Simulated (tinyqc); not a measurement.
Six-band hole subbands of a thin body in a field: one step. Its levels. Three cases, with inputs chosen for the exercise.

Question. Diagonalise; the levels come in pairs. Give each pair and its weights on X, Y, Z, summed over spin and averaged over the pair.

Case 1.

H (meV), rows X+, Y+, Z+, X-, Y-, Z- and columns alike:
```
[[105.7394, 40.0961+14.6667i, 0, 0, 0, -14.6667],
 [40.0961-14.6667i, 105.7394, 0, 0, 0, 14.6667i],
 [0, 0, 162.1290, 14.6667, -14.6667i, 0],
 [0, 0, 14.6667, 105.7394, 40.0961-14.6667i, 0],
 [0, 0, 14.6667i, 40.0961+14.6667i, 105.7394, 0],
 [-14.6667, -14.6667i, 0, 0, 0, 162.1290]]
```

Case 2.

H (meV), rows X+, Y+, Z+, X-, Y-, Z- and columns alike:
```
[[20.7785, 26.0115+14.6667i, 0, 0, 0, -14.6667],
 [26.0115-14.6667i, 20.7785, 0, 0, 0, 14.6667i],
 [0, 0, 61.9114, 14.6667, -14.6667i, 0],
 [0, 0, 14.6667, 20.7785, 26.0115-14.6667i, 0],
 [0, 0, 14.6667i, 26.0115+14.6667i, 20.7785, 0],
 [-14.6667, -14.6667i, 0, 0, 0, 61.9114]]
```

Case 3.

H (meV), rows X+, Y+, Z+, X-, Y-, Z- and columns alike:
```
[[276.9715, 186.7613+14.6667i, 0, 0, 0, -14.6667],
 [186.7613-14.6667i, 276.9715, 0, 0, 0, 14.6667i],
 [0, 0, 306.0398, 14.6667, -14.6667i, 0],
 [0, 0, 14.6667, 276.9715, 186.7613-14.6667i, 0],
 [0, 0, 14.6667i, 186.7613+14.6667i, 276.9715, 0],
 [-14.6667, -14.6667i, 0, 0, 0, 306.0398]]
```

Give: levels; weights.

Answer.

Case 1.

levels (meV): [61.59, 137.53, 174.49]

weights, rows X, Y, Z; columns pair 1, pair 2, pair 3:
```
[[0.493, 0.355, 0.152],
 [0.493, 0.355, 0.152],
 [0.015, 0.289, 0.696]]
```

Case 2.

levels (meV): [-10.71, 38.28, 75.90]

weights, rows X, Y, Z; columns pair 1, pair 2, pair 3:
```
[[0.488, 0.341, 0.171],
 [0.488, 0.341, 0.171],
 [0.023, 0.318, 0.659]]
```

Case 3.

levels (meV): [88.72, 305.50, 465.76]

weights, rows X, Y, Z; columns pair 1, pair 2, pair 3:
```
[[0.498, 0.007, 0.495],
 [0.498, 0.007, 0.495],
 [0.004, 0.987, 0.009]]
```

Computed by tinyqc, one run a case: `OMP_NUM_THREADS=1 python tinyqc.py N N+1 out.jsonl` with N = 1250164, 1250185, 1250880; one thread of a shared Intel(R) Xeon(R) Processor @ 2.30GHz, about 0.9 s a run at most.
